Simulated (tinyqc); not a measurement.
Octagonal on-chip spiral inductor, lumped pi model: one step of the calculation.

Outer diameter do = di + 2 n wd + 2 (n - 1) sp, mean da = (do + di)/2, fill p = (do - di)/(do + di), length l = 3.314 n da. L = 2.25 mu0 n^2 da/(1 + 3.55 p), mu0 = 4 pi 1e-7 H/m. Rs = rho l/(wd delta (1 - exp(-th/delta))), delta = sqrt(rho/(pi f mu0)). Cs = n wd^2 eps0 eo/hu across the coil. At each end Cox = l wd eps0 eo/(2 ho) leads to the substrate branch Rsi = 2 rs he/(l wd) in parallel with Csi = l wd eps0 11.7/(2 he). With one end grounded Y = 1/(Rs + i w L) + i w Cs + 1/[1/(i w Cox) + 1/(1/Rsi + i w Csi)], w = 2 pi f; Q = -Im Y/Re Y. Eddy currents in neighbouring turns and in the substrate are left out.

Task. Admittance, quality factor and apparent inductance. Series branch 1/(Rs + i w L), substrate branch, total Y, Q = -Im Y/Re Y, apparent inductance Im(1/Y)/w, metal-only value w L/Rs, share of the loss in the substrate Re(substrate branch)/Re Y.

Values chosen for this exercise: frequency f = 3 GHz.

L = 0.73001035 nH
Rs = 1.4516842 ohm
Cs = 16.601602 fF
Cox = 16.630353 fF
Rsi = 80.668378 ohm
Csi = 12.841959 fF

Give: series branch; substrate branch; Y; Q; apparent inductance; w L/Rs; share of the loss in the substrate.

Result.

series branch = 7.58-71.87i mS
substrate branch = 0.0079+0.3131i mS
Y = 7.59-71.25i mS
Q = 9.387
apparent inductance = 0.7363 nH
w L/Rs = 9.479
share of the loss in the substrate = 0.1042 %

Q is 99.0 % of the metal-only value.

Program tinyqc, `OMP_NUM_THREADS=1 python tinyqc.py 2302151 2302152 out.jsonl`; Intel Xeon 2.30GHz, shared host, one thread, about 0.01 s.
